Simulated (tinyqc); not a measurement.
# Chemically amplified photoresist: aerial image, acid generation, bake, development and line width, step by step

A worked calculation. Computed by tinyqc, a small Python program that keeps every step. Command: `OMP_NUM_THREADS=1 python tinyqc.py 3021899 3021900 out.jsonl resist walk`. One thread of a shared host (Intel(R) Xeon(R) Processor @ 2.30GHz), about 0.03 s of CPU time with the checks. Intermediate numbers are printed to about 6 digits and carried at full precision; extremes and crossings named in words are read from the listed rows.

Lines and spaces of pitch p with a two-beam-like image; x = 0 is the middle of the bright space. The resist is positive and treated as uniform in depth.

Inputs (values chosen for the exercise, for a model resist at 13.5 nm): pitch p = 31 nm; image contrast c = 0.58; mean dose E = 6.18 mJ/cm^2; Dill parameter C = 0.041 cm^2/mJ; quencher load q, relative to the acid generator = 0.14; acid diffusivity D = 0.023 nm^2/s; bake time t = 60 s; amplification rate k_amp = 0.047 1/s; threshold protection m_th = 0.43; development selectivity n = 5; largest rate r_max = 650 nm/s; smallest rate r_min = 0.031 nm/s; resist thickness d = 29 nm; development time t_d = 30 s; photon energy = 91.84 eV; absorption coefficient alpha = 4.8 1/um.

## Acid image and its blur

Dose E(x) = E [1 + c cos(2 pi x/p)]; acid h = 1 - exp(-C E(x)). Bake: the acid image is blurred by a Gaussian of variance sigma^2 = 2 D t (each Fourier term k of h, taken on 64 points, is multiplied by exp(-4 pi^2 k^2 D t/p^2)). Cosine coefficients: h(x) = sum_k h_k cos(2 pi k x/p).

diffusion length sigma = sqrt(2 D t) = 1.66132 nm

h_0 to h_4 before the bake: [0.219631, 0.114375, -0.004198, 0.000103, -0.000002]

h_0 to h_4 after the blur: [0.219631, 0.108071, -0.003347, 0.000062, -0.000001]

blur factor of the first harmonic = 0.944886

sigma/p = 0.054; the blur keeps 94 % of the modulation.

## From image to dissolution rate

The quencher then removes q, h_eff = max(h_blurred - q, 0); protection m = exp(-k_amp t h_eff). Mack rate r = r_max (a + 1)(1 - m)^n/(a + (1 - m)^n) + r_min, a = ((n + 1)/(n - 1))(1 - m_th)^n.

Across half a pitch:
```
x/p   x (nm)  dose (mJ/cm^2)  blurred acid  protection m  rate (nm/s)
0.00    0.00         9.76440      0.324416       0.59449  7.68016e+01
0.05    1.55         9.58897      0.319741       0.60238  7.03309e+01
0.10    3.10         9.07984      0.306009       0.62616  5.30717e+01
0.15    4.65         8.28686      0.284129       0.66601  3.12248e+01
0.20    6.20         7.28764      0.255684       0.72164  1.29146e+01
0.25    7.75         6.18000      0.222976       0.79137  3.12125e+00
0.30    9.30         5.07236      0.188992       0.87096  3.11798e-01
0.35   10.85         4.07314      0.157201       0.95265  3.28689e-02
0.40   12.40         3.28016      0.131185       1.00000  3.10000e-02
0.45   13.95         2.77103      0.114105       1.00000  3.10000e-02
0.50   15.50         2.59560      0.108150       1.00000  3.10000e-02
```

The dose varies by a factor 3.76 across the pattern and the rate by 2480.

## Space width and dose latitude

Edge: vertical development clears the film where r t_d >= d; the space width is twice the x where r = d/t_d. Dose sensitivity = d ln(width)/d ln E from widths at 1.005 E and E/1.005; image log-slope at the edge = |d ln E/dx|, normalised by the width (NILS); latitude for 10 % of width = 10 %/sensitivity.

space width = 17.2621 nm

dose sensitivity = 0.950515

NILS = 2.22638

dose latitude = 10.5206 %

At the same width a resist without blur would give a sensitivity 2/NILS = 0.898; the blur multiplies it by 1.06. Caution: lateral development, standing waves and the joint diffusion of acid and quencher are left out, so widths are indicative.

## Photon statistics at the edge

The edge lies at x = width/2. Absorbed photons per volume N = E(edge) alpha/(photon energy), 1 mJ/cm^2 = 62.41509 eV/nm^2, alpha in 1/nm; a Gaussian blur averages over a volume V = (2 sqrt(pi) sigma)^3; relative noise 1/sqrt(N V); edge noise sigma_x = (dh/d ln E) noise/|dh/dx|, with both derivatives of the blurred acid at the edge.

absorbed photons N = 0.0180829 1/nm^3

photons in the blur volume = 3.69357

edge noise from photons = 4.26862 nm

Caution: with under about ten photons in the blur volume a Gaussian noise estimate is unreliable. Caution: the noise counts photons alone (acid and quencher statistics add to it) and takes the film as thicker than the blur; a thinner film averages in two dimensions only.

## Blur against noise

For each sigma the edge is held at x = p/4; N is taken at the mean dose; edge noise = (dh/d ln E)/(sqrt(N V) |dh/dx|), both derivatives taken of the blurred acid, V = (2 sqrt(pi) sigma)^3, N = E alpha/(photon energy), 1 mJ/cm^2 = 62.41509 eV/nm^2.

Trade-off:
```
sigma/p  sigma (nm)  blur factor  photons in V  edge noise (nm)
0.02           0.62     0.992135   2.14031e-01          18.5084
0.04           1.24     0.968911   1.71225e+00           6.6758
0.07           2.17     0.907808   9.17659e+00           3.0518
0.10           3.10     0.820869   2.67539e+01           1.9585
0.14           4.34     0.679167   7.34127e+01           1.4152
0.18           5.58     0.527530   1.56029e+02           1.2431
0.22           6.82     0.384667   2.84876e+02           1.2590
0.27           8.37     0.237168   5.26597e+02           1.5008
0.33          10.23     0.116531   9.61455e+02           2.2603
```

The noise is least near sigma/p = 0.18 among these rows. More diffusion averages over more photons (noise falls as sigma^(-3/2)) until it erases the image slope (factor exp(-2 pi^2 sigma^2/p^2)); for a pure cosine the two balance at sigma/p = sqrt(3/8)/pi = 0.195. Caution: for a film thinner than the blur the noise falls as 1/sigma only, and the optimum moves to sigma/p = 1/(2 pi) = 0.159. Caution: rows with under about ten photons in V are beyond a Gaussian noise estimate.

Checks made by the program: sensitivity 2/NILS in the limit of no diffusion (relative difference 2e-06).
